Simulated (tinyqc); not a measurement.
# Minority carriers and saturation current of a heavily doped emitter: effect of temperature on the narrowing factor

n-type, parabolic bands, full ionisation. eta = (EF - Ec)/kB T solves N = Nc F12(eta), F12(x) = (2/sqrt(pi)) int_0^infinity sqrt(u)/(1 + exp(u - x)) du. The gap shrinks rigidly by dEg = E1 [ln(N/N0) + sqrt(ln^2(N/N0) + 0.5)], an empirical law that is here taken as the true narrowing.

Nc is given at 400 K and scales as T^1.5; dEg is held. The factor nie^2/ni^2 = exp(dEg/kB T) g, g = F12(eta) exp(-eta), divides the current gain of a transistor with this emitter.

Values chosen for this exercise; band and dielectric values close to those of silicon:
```
symbol,value,unit,meaning
Nc,4.26e19,cm^-3,conduction-band density of states at 400 K
N,7.2e19,cm^-3,ionised donor density
E1,9.3,meV,energy of the narrowing law
N0,1.7e17,cm^-3,density of the narrowing law
```

Constants: q = 1.602176634e-19 C, kB = 1.380649e-23 J/K, Vt = kB T/q. Results are converted to the units shown.

Effect of temperature on the narrowing factor:
```
T (K)     eta        g  nie^2/ni^2  its logarithm
150     4.378  0.09235       573.2          6.351
200     3.156   0.2037       142.4          4.959
250     2.387   0.3145       59.33          4.083
300     1.845   0.4111       32.39          3.478
350     1.435   0.4915       20.75          3.033
400     1.109   0.5576       14.75          2.691
450    0.8394   0.6119       11.24          2.420
```

The factor falls from 573 to 11.2. Its slope against q/kB T is 72.0 meV between the first two rows and 84.1 meV between the last two, against dEg = 113 meV: degeneracy takes back part of the narrowing. The factor grows on cooling, so the current gain of such a transistor falls.

Range of the model: Band tails, non-parabolic bands and incomplete ionisation are left out.

Program tinyqc, `OMP_NUM_THREADS=1 python tinyqc.py 2330007 2330008 out.jsonl`; Intel Xeon 2.30GHz, shared host, one thread, about 0.01 s.
